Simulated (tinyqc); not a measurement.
Van der Pauw, Hall and four-point-probe measurements on a doped layer: correction factor against the shape of the sample.

A uniform n-type layer with sheet resistance Rs = 1/(q ns mu), point contacts, low field (mu B small).

Rs = 1/(q ns mu). For a rectangle with contacts at the corners, RA = (8 Rs/pi) sum_(k>=0) ln coth((2k + 1) pi a/(2 b)) with current along a short side b and voltage along the opposite one, RB the same with a and b exchanged. ar = a/b. F = Rs/[(pi/ln 2)(RA + RB)/2]; small-asymmetry estimate 1 - (ln 2/2) d^2 - ((ln 2)^2/4 - (ln 2)^3/12) d^4 with d = (RB - RA)/(RB + RA).

Values chosen for this exercise: sheet density of the layer ns = 9.4e14 cm^-2; drift mobility mu = 190 cm^2/(V s).

Constants: q = 1.602176634e-19 C. Results are converted to the units shown.

Result of one run:

| RA (ohm) | RB (ohm) | RB/RA | F | estimate of F |
|---|---|---|---|---|
| 2.644 | 17.28 | 6.536 | 0.7740 | 0.7861 |

Which side ratio a/b of a rectangular sample with corner contacts ar gave this result: 1.34, 1.69, 2.71, 3.06 or 3.4?

ar = 1.34.

The whole series:

| ar | RA (ohm) | RB (ohm) | RB/RA | F | estimate of F |
|---|---|---|---|---|---|
| 1 | 7.711 | 7.711 | 1.000 | 1.000 | 1.000 |
| 1.34 | 2.644 | 17.28 | 6.536 | 0.7740 | 0.7861 |
| 1.69 | 0.8802 | 28.65 | 32.55 | 0.5221 | 0.6213 |
| 2.03 | 0.3025 | 40.25 | 133.1 | 0.3803 | 0.5767 |
| 2.37 | 0.1039 | 52.03 | 500.6 | 0.2958 | 0.5653 |
| 2.71 | 0.03572 | 63.88 | 1788 | 0.2413 | 0.5623 |
| 3.06 | 0.01190 | 76.10 | 6397 | 0.2026 | 0.5614 |
| 3.4 | 0.004088 | 87.98 | 2.152e4 | 0.1753 | 0.5612 |

RB/RA rises from 1.00 to 21500 and F falls from 1.00 to 0.175. The estimate is 19 % above F at a/b = 1.69 and 3.20 times it in the last row. RA shrinks about as exp(-pi a/b): by a factor of 2.91 between the last two rows, against 2.91.

Numbers from tinyqc (`OMP_NUM_THREADS=1 python tinyqc.py 2850162 2850163 out.jsonl`; about 0.04 s on one thread of a shared Intel Xeon 2.30GHz).
